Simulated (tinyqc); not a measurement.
MOS inversion layer, Poisson-Schroedinger loop: course of the self-consistent loop.

Electrons confined at an insulator interface at z = 0, treated as a hard wall; parabolic valleys, Hartree approximation, no image or exchange terms. The depletion charge lies far deeper than the electrons and gives a uniform field q Nd/(eps0 eps_r); the gate balances all charge. Energies are counted from the band edge at the interface.

V0 = q Nd z/(eps0 eps_r) in eV.

Tridiagonal Hamiltonian with psi = 0 one step beyond both ends: H_ii = C (1/m_(i-1/2) + 1/m_(i+1/2))/hz^2 + V0_i + U_i (+ dE for the set B), H_(i,i+1) = -C/(m_(i+1/2) hz^2), C = hbar^2/(2 m0). The lowest 2 level(s) of each valley set are kept, normalised to hz sum |psi|^2 = 1. The mass is the same on all intervals.

Level k holds N_k = D_k Vt ln(1 + exp((EF - E_k)/Vt)) with D = 2 md1 m0 q/(pi hbar^2) for the set A, D = 4 md2 m0 q/(pi hbar^2) for the set B per eV (spin included); EF is fixed by sum N_k = Ns.

n_i = sum_k N_k |psi_k|^2 (converted to cm^-3). Hartree part by Gauss: on the interval before node i the electrons still beyond are S_i = Ns - hz sum_(j<i) n_j, and U_i = U_(i-1) + q S_i hz/(eps0 eps_r) in eV, U_0 = 0 at the interface. Mixing: U(new) = U + a (U(out) - U).

Start from U = 0. Stop when the largest |U(out) - U| is below 1e-7 eV, or after 120 rounds.

Values chosen for this exercise; masses and permittivity close to those of silicon (100):
```
symbol   value   unit                                     meaning
T           77      K                                 temperature
eps_r     11.5                              relative permittivity
mz1      0.901     m0  mass along z of valley set A (2 valley(s))
md1      0.188     m0    in-plane density-of-states mass of set A
mz2      0.189     m0  mass along z of valley set B (4 valley(s))
md2      0.415     m0    in-plane density-of-states mass of set B
Ns        1e13  cm^-2                  sheet density of electrons
Nd      1.8e11  cm^-2           sheet density of depletion charge
dE           0     eV               extra shift of set B (strain)
hz        0.98     nm                                   mesh step
a            1                                      mixing factor
```

Constants: q = 1.602176634e-19 C, kB = 1.380649e-23 J/K, hbar = 1.054571817e-34 J s, m0 = 9.1093837015e-31 kg, Vt = kB T/q, eps0 = 8.8541878128e-14 F/cm where lengths are in cm, hbar^2/(2 m0) = 0.0380998212 eV nm^2. Results are converted to the units shown.

```
node,z (nm)
1,0.98
2,1.96
3,2.94
4,3.92
5,4.9
6,5.88
7,6.86
8,7.84
9,8.82
10,9.8
11,10.78
12,11.76
13,12.74
14,13.72
```

Course of the iteration:
```
round,level A1 (eV),EF (eV),largest |U(out) - U| (eV)
1,0.0162056,0.0340109,0.856
2,0.232742,0.296409,0.691
3,0.181117,0.199419,0.666
4,0.232558,0.296225,0.666
5,0.181426,0.199749,0.665
6,0.232551,0.296217,0.665
7,0.181439,0.199763,0.665
8,0.232551,0.296217,0.665
9,0.181439,0.199763,0.665
...,...,...,...
112,0.232551,0.296217,0.665
113,0.181439,0.199763,0.665
114,0.232551,0.296217,0.665
115,0.181439,0.199763,0.665
116,0.232551,0.296217,0.665
117,0.181439,0.199763,0.665
118,0.232551,0.296217,0.665
119,0.181439,0.199763,0.665
120,0.232551,0.296217,0.665
```

Did this iteration meet its convergence test, and what does its course show?

No. Not converged within 120 rounds: the residual has levelled off at one value. The lowest level moves up and down in turn: each round overcorrects the one before. Reruns converge within the same cap with Anderson mixing of depth 4 with a = 0.5 (19 rounds) and with plain mixing with a = 0.3 (41 rounds).

Numbers from tinyqc (`OMP_NUM_THREADS=1 python tinyqc.py 2160167 2160168 out.jsonl`; about 1 s on one thread of a shared Intel Xeon 2.30GHz).
